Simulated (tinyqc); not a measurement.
# p-type polysilicon, carrier trapping at grain boundaries: two studies

One-dimensional grains of size Lg, uniform ionised doping N, monovalent traps Qt at each boundary at a depth Et below (for electrons) or above (for holes) the band edge there, abrupt depletion of width W on each side of a boundary, Boltzmann statistics. xi is the distance from the band edge at the grain centre to the Fermi level. Trapped charge Qt/(1 + exp((xi + VB - Et)/Vt)) = 2 N W, barrier VB = q N W^2/(2 eps0 eps_r).

Values chosen for this exercise; values of the order met in polycrystalline silicon: temperature T = 300 K; relative permittivity eps_r = 11.7; valence-band density of states at T NB = 2.65e19 cm^-3; grain size Lg = 47 nm; trap density of a grain boundary Qt = 1.4e12 cm^-2; depth of the trap level from the majority band edge at the boundary Et = 0.46 eV; mass for thermionic emission ms = 0.37 m0; correction factor of the emission rate fe = 0.25; mobility inside the grains mug = 90 cm^2/(V s); doping N = 2.5e17 cm^-3.

Constants: q = 1.602176634e-19 C, kB = 1.380649e-23 J/K, m0 = 9.1093837015e-31 kg, Vt = kB T/q, eps0 = 8.8541878128e-14 F/cm where lengths are in cm. Results are converted to the units shown.

Each table varies one quantity; the others keep the values above.

## Effect of the doping

If the trap equation with xi = Vt ln(NB/N) has a root W < Lg/2, the grain is partly depleted; otherwise W = Lg/2 and the trap equation gives xi = Et - VB + Vt ln(Qt/(N Lg) - 1). N* = Qt/Lg. n0 = NB exp(-xi/Vt); mean density n0 (1 - 2 W/Lg) by charge balance in a partly depleted grain, and n0 (sqrt(pi)/2) erf(u)/u with u = sqrt(VB/Vt) in a fully depleted one; v = sqrt(kB T/(2 pi ms m0)); barrier resistivity Vt exp(VB/Vt)/(q fe n0 v Lg); grain resistivity (1 - 2 W/Lg)/(q n0 mug); effective mobility 1/(q mean density total resistivity). Rows with xi above 0.45 V, towards mid-gap, are left out, since the other carrier type is ignored.

Effect of the doping:
```
N (cm^-3),N/N*,depleted share 2 W/Lg,VB (V),xi (V),mean density (cm^-3),resistivity (ohm cm),effective mobility (cm^2/(V s))
1.2e17,0.4029,1.000,0.05125,0.4189,1.458e12,9.277e4,46.13
2.4e17,0.8057,1.000,0.1025,0.3207,4.802e13,1.509e4,8.612
4.9e17,1.645,0.6079,0.07733,0.1032,1.921e17,1.317,24.66
9.8e17,3.290,0.3040,0.03866,0.08524,6.821e17,0.1906,48.00
2e18,6.714,0.1489,0.01895,0.06680,1.702e18,0.06182,59.32
4e18,13.43,0.07447,0.009473,0.04888,3.702e18,0.02724,61.88
8e18,26.86,0.03723,0.004736,0.03096,7.702e18,0.01301,62.30
```

What does the comparison show?

As N goes from 1.2e17 to 8e18, VB goes from 0.0512 through a maximum of 0.102 (at N = 2.4e17 among the rows listed) to 0.00474 V, the resistivity falls from 92800 to 0.0130 ohm cm and the effective mobility goes from 46.1 through a minimum of 8.61 (at N = 2.4e17 among the rows listed) to 62.3 cm^2/(V s). The steepest fall of the resistivity among the rows, as N^(-13.1), lies between N = 2.4e17 and 4.9e17 cm^-3; N* = 2.98e17 cm^-3. While the grain is fully depleted VB grows as N; once the traps are full it falls as 1/N. For N = 4e18, 8e18 xi is under 2.5 Vt, where Boltzmann statistics begin to fail. For N = 2e18, 4e18, 8e18 VB is below Vt, where abrupt depletion and thermionic emission are rough.

## Effect of the trap density of a grain boundary

Same model as above.

N* = Qt/Lg.

Result of one run:
```
Qt (cm^-2),N/N*,depleted share 2 W/Lg,VB (V),xi (V),mean density (cm^-3),resistivity (ohm cm),effective mobility (cm^2/(V s))
1.6e12,0.7344,1.000,0.1068,0.3269,3.703e13,2.264e4,7.445
```

What becomes of these results when the trap density of a grain boundary Qt is changed from 1.6e12 to 8e12 cm^-2, all else the same?

Result of the changed run:
```
Qt (cm^-2),N/N*,depleted share 2 W/Lg,VB (V),xi (V),mean density (cm^-3),resistivity (ohm cm),effective mobility (cm^2/(V s))
8e12,0.1469,1.000,0.1068,0.3987,2.306e12,3.635e5,7.445
```

The whole series:
```
Qt (cm^-2),N/N*,depleted share 2 W/Lg,VB (V),xi (V),mean density (cm^-3),resistivity (ohm cm),effective mobility (cm^2/(V s))
2e11,5.875,0.1702,0.003093,0.1206,2.074e17,0.3702,81.28
3.4e11,3.456,0.2894,0.008939,0.1206,1.777e17,0.3726,94.28
5.7e11,2.061,0.4851,0.02512,0.1206,1.287e17,0.4711,102.9
9.7e11,1.211,0.8255,0.07275,0.1206,4.362e16,2.120,67.48
1.6e12,0.7344,1.000,0.1068,0.3269,3.703e13,2.264e4,7.445
2.8e12,0.4196,1.000,0.1068,0.3616,9.686e12,8.656e4,7.445
4.7e12,0.2500,1.000,0.1068,0.3816,4.465e12,1.878e5,7.445
8e12,0.1469,1.000,0.1068,0.3987,2.306e12,3.635e5,7.445
```

As Qt goes from 2e11 to 8e12, VB rises from 0.00309 to 0.107 V, the resistivity rises from 0.370 to 3.64e5 ohm cm and the effective mobility goes from 81.3 through a maximum of 103 (at Qt = 5.7e11 among the rows listed) to 7.44 cm^2/(V s). For Qt = 2e11, 3.4e11, 5.7e11 VB is below Vt, where abrupt depletion and thermionic emission are rough. For Qt = 5.7e11, 9.7e11 the grain is near the changeover between partial and full depletion, within a few Debye lengths, where both limits are rough. For Qt = 3.4e11, 5.7e11 the effective mobility exceeds mug, since drift through the depleted part of the grain is left out.

Numbers from tinyqc (`OMP_NUM_THREADS=1 python tinyqc.py 2830240 2830241 out.jsonl`; about 0.01 s on one thread of a shared Intel Xeon 2.30GHz).
